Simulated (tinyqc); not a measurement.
All-pass ring resonator: one step of the calculation.

A ring of length L = 2 pi Rr coupled to one bus waveguide: round-trip amplitude a = 10^(-al L/20), self-coupling t = sqrt(1 - k2). At detuning d from the resonance the round-trip phase is p = 2 pi d/FSR and the transmission T = (a^2 - 2 a t cos p + t^2)/(1 - 2 a t cos p + a^2 t^2). Lossless coupler, linear absorption only.

Problem. Resonance parameters. FSR = lam^2/(ng L), finesse F = pi sqrt(a t)/(1 - a t), FWHM = FSR/F, Q = lam/FWHM, Tmin = (a - t)^2/(1 - a t)^2, power build-up k2 a^2/(1 - a t)^2, optical bandwidth c/(lam Q).

Values chosen for this exercise; values close to those of silicon waveguides: cold resonance wavelength lam = 1550 nm; ring radius Rr = 15 um; group index ng = 4.39; propagation loss al = 2 dB/cm; power coupling k2 = 0.0021.

Constants: c = 299792458 m/s. Results are converted to the units shown.

Find: a; t; FSR; F; FWHM; Q; Tmin; build-up; bandwidth.

Solution.

a = 0.99783
t = 0.99895
FSR = 5.8067 nm
F = 975.27
FWHM = 5.9539 pm
Q = 2.6033e5
Tmin = -9.1836 dB
build-up = 202.16
bandwidth = 0.74295 GHz

The ring is undercoupled; critical coupling needs k2 = 1 - a^2 = 0.00433.

Program tinyqc, `OMP_NUM_THREADS=1 python tinyqc.py 2650017 2650018 out.jsonl`; Intel Xeon 2.30GHz, shared host, one thread, about 0.01 s.
